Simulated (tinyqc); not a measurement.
## MOSFET in the linear regime without short-channel effects, parameter extraction from computed curves: extraction methods against the drawn gate length

Inversion charge Q = Cox n Vt W0(exp((Vg - VT)/(n Vt))), W0 the Lambert function and n = nf; u = Q/Cox; mobility mu = mu0/(1 + th1 u + th2 u^2); channel resistance Rch = (L - dL)/(W mu Q); Id = Vd/(Rch + Rsd/W). Cox = eps0 eox/tox. Small Vd, no channel-length or drain effects.

From the continuous curve Id(Vg): tangent at peak gm (V_ext = Vg - Id/gm); constant current Id = 0.1 uA W/L; peak of d2Id/dVg2; Y = Id/sqrt(gm) drawn through Vg = VT + 0.6 and VT + 0.8 V, with intercept VT_Y and slope s. Mobilities gm,max L/(W Cox Vd) and s^2 L/(W Cox Vd) with the drawn L. Last column: share of Rsd/W in the total resistance at VT + 0.8 V.

Parameters, values chosen for the exercise; channel values of the order met in silicon transistors: temperature T = 300 K; relative permittivity of the gate insulator (close to aluminium oxide) eox = 8.79; insulator thickness tox = 2.7 nm; low-field mobility mu0 = 100 cm^2/(V s); first mobility attenuation factor th1 = 0.18 1/V; second mobility attenuation factor th2 = 0 1/V^2; threshold voltage VT = 0.55 V; body factor nf = 1.22; gate width W = 0.5 um; drawn less effective length dL = 0.008 um; source plus drain resistance Rsd = 290 ohm um; drain voltage Vd = 0.025 V.

Constants: q = 1.602176634e-19 C, kB = 1.380649e-23 J/K, Vt = kB T/q, eps0 = 8.8541878128e-14 F/cm where lengths are in cm. Results are converted to the units shown.

Extraction methods against the drawn gate length:
```
L (um)	V_ext (V)	constant current (V)	second derivative (V)	VT_Y (V)	mobility from gm (cm^2/(V s))	mobility from Y (cm^2/(V s))	series share (%)
0.03	0.517	0.526	0.527	0.595	58.3	123	70.3
0.062	0.533	0.533	0.535	0.595	63.7	104	49.1
0.13	0.545	0.536	0.539	0.595	69.3	96.3	29.9
0.27	0.554	0.537	0.541	0.595	73.9	93.1	16.6
0.56	0.561	0.538	0.542	0.595	77.1	91.7	8.63
1.2	0.566	0.538	0.542	0.595	79.2	91.0	4.19
2.4	0.569	0.538	0.542	0.595	80.3	90.7	2.13
5	0.570	0.538	0.542	0.595	80.9	90.5	1.03
```

The model has VT = 0.55 V and mu0 = 100 cm^2/(V s). Over the table the extracted thresholds move by 53 mV (tangent), 12 mV (constant current), 15 mV (second derivative), under 0.5 mV (Y function). The mobility from gm rises from 58.3 to 80.9 and that from Y falls from 123 to 90.5 cm^2/(V s).

tinyqc, about 0.01 s, one thread, Intel Xeon 2.30GHz (shared host): `OMP_NUM_THREADS=1 python tinyqc.py 2210037 2210038 out.jsonl`
